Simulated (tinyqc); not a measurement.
From results back to parameters: heavy doping: gap narrowing, degeneracy and the minority density. Two cases, with inputs chosen for the exercise.

Problem. Narrowing at two dopings was computed from hidden E0 and N0, with N0 below Na.

Empirical narrowing (Slotboom form, constants chosen for the exercise; published fits of this form give the apparent narrowing, here it is taken as the true one): dEg = E0 [ln(N/N0) + sqrt(ln(N/N0)^2 + C)].

Case 1.

Values chosen (out of a larger set: gap and densities of states near those of Si at this temperature; narrowing constants near the fits for Si; not measured data):
- C = 0.5 (smoothing constant)
- Na = 1.6e+18 1/cm^3
- Nb = 4.8e+19 1/cm^3

dEg(Na) = 33.3089 meV
dEg(Nb) = 80.9602 meV

Case 2.

Values chosen (out of a larger set: gap and densities of states near those of Si at this temperature; narrowing constants near the fits for Si; not measured data):
- C = 0.5 (smoothing constant)
- Na = 1.2e+18 1/cm^3
- Nb = 3.6e+19 1/cm^3

dEg(Na) = 31.3772 meV
dEg(Nb) = 76.2652 meV

Find: N0; E0.

Solution. The ratio dEg(Nb)/dEg(Na) depends on N0 alone and rises steadily with it; solve for ln N0 by bisection, then E0 from either value.

Case 1.

N0 = 1.6e+17 1/cm^3
E0 = 7.07 meV

Case 2.

N0 = 1.2e+17 1/cm^3
E0 = 6.66 meV

Computed by tinyqc, one run a case: `OMP_NUM_THREADS=1 python tinyqc.py N N+1 out.jsonl` with N = 1680514, 1680534; one thread of a shared Intel(R) Xeon(R) Processor @ 2.30GHz, about 0.01 s a run at most.
